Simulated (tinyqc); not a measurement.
Donor binding, ionisation and the Mott limit: one step of the calculation.

Hydrogenic donor: Ry = (m0 q^3/(8 eps0^2 h^2)) me/eps_r^2 in eV, E0 = cc Ry, radius a = q/(8 pi eps0 eps_r E0), Mott density Nm = (0.26/a)^3. Below Nm the level sinks as Ed = E0 [1 - (N/Nm)^(1/3)]. Neutrality: Nc F12(eta) = N/(1 + 2 exp(eta + Ed/kB T)), F12(x) = (2/sqrt(pi)) int_0^infinity sqrt(u)/(1 + exp(u - x)) du.

Task. Binding energy, radius and Mott density. The mean spacing of the donors is N^(-1/3).

Values chosen for this exercise; band and dielectric values close to those of gallium phosphide:
```
symbol   value   unit                                                  meaning
eps_r     11.2                                           relative permittivity
me       0.304     m0  mass in the hydrogenic formula, set independently of Nc
cc           1          ratio of the true binding energy to the hydrogenic one
N       2.1e17  cm^-3                                            donor density
```

Constants: q = 1.602176634e-19 C, eps0 = 8.8541878128e-12 F/m, h = 6.62607015e-34 J s, m0 = 9.1093837015e-31 kg. Results are converted to the units shown.

Give: Ry; E0; a; Nm; spacing over a; Ed.

Result.

Ry = 32.973 meV
E0 = 32.973 meV
a = 1.9496 nm
Nm = 2.3718e18 cm^-3
spacing over a = 8.6294
Ed = 18.277 meV

Range of the model: A sharp level with degeneracy 2 overstates freeze-out near Nm, where the impurity band broadens and merges with the conduction band.

tinyqc, about 0.01 s, one thread, Intel Xeon 2.30GHz (shared host): `OMP_NUM_THREADS=1 python tinyqc.py 2330096 2330097 out.jsonl`
